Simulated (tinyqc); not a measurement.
Susceptibility against the Curie-Weiss form: Heisenberg spin cluster by exact diagonalisation: multiplets, susceptibility, level crossings. Computed by tinyqc, a small Python program. Command: `OMP_NUM_THREADS=1 python tinyqc.py 3015531 3015532 out.jsonl spincl walk`. One thread of a shared host (Intel(R) Xeon(R) Processor @ 2.30GHz), about 0.01 s of CPU time with the checks.

H = J1 sum S_i.S_j over the bonds 1-2, 3-4 + J2 sum over 2-3 - g mu_B B S_z; J > 0 is antiferromagnetic.

Inputs (values chosen for the exercise, for a model cluster): exchange J1 = 1.92 meV; exchange J2 = -1 meV; g factor = 2.08.

Cluster: chain of four, J1 outer bonds and J2 in the middle. Spin s of each site: 0.5.

Constants: k_B = 8.617333262e-05 eV/K.

Method:
- Every multiplet has one member in the block S_z = 0; diagonalise it and read the total spin from <S^2> = S (S + 1).
- Z = sum k (2S + 1) exp(-E/(k_B T)) over the table, k the number of multiplets; <S^2> likewise with the factor S (S + 1); chi T = N_A g^2 mu_B^2 <S^2>/(3 k_B) = 0.125049 g^2 <S^2> cm^3 K/mol (cgs, per mole of clusters); C = (<E^2> - <E>^2)/(k_B T)^2; entropy = ln Z + <E>/(k_B T).
- High-temperature form: chi T = C0/(1 - theta/T), C0 = 0.125049 g^2 n s (s + 1), k_B theta = -(2/3) s (s + 1) (sum of J over bonds)/n, n = 4; a dash where T <= 1.05 theta.

Levels at B = 0:
```
E (meV)   total S  number of multiplets
-2.92278        0                     1
-1.21000        1                     1
-0.83240        1                     1
0.71000         2                     1
1.33240         1                     1
1.50278         0                     1
```

gap to the next level = 1.71278 meV

theta = -4.1196 K

Against temperature:
```
T (K)  chi T (cm^3 K/mol)  Curie-Weiss  chi (cm^3/mol)     C (k_B)
2.2            4.3970e-04       0.5650      1.9986e-04  3.5107e-02
4.5            5.2768e-02       0.8473      1.1726e-02  1.0425e+00
7.8            3.4159e-01       1.0621      4.3794e-02  1.9710e+00
13.0           7.9813e-01       1.2325      6.1395e-02  1.3060e+00
22.0           1.1750e+00       1.3670      5.3408e-02  5.2650e-01
36.0           1.3777e+00       1.4564      3.8270e-02  1.9344e-01
56.0           1.4780e+00       1.5118      2.6393e-02  7.6721e-02
89.0           1.5376e+00       1.5512      1.7276e-02  2.9186e-02
180.0          1.5833e+00       1.5867      8.7963e-03  6.8426e-03
360.0          1.6038e+00       1.6047      4.4551e-03  1.6718e-03
```

What follows from these numbers?

The Curie-Weiss form is within 3 % in the last 4 rows. chi passes a maximum, at 13 K among these rows, the mark of a singlet ground state; among these rows C is largest at 7.8 K, and the gap is 19.9 K.

Extremes, crossings and ranges named in words are read from the listed rows.
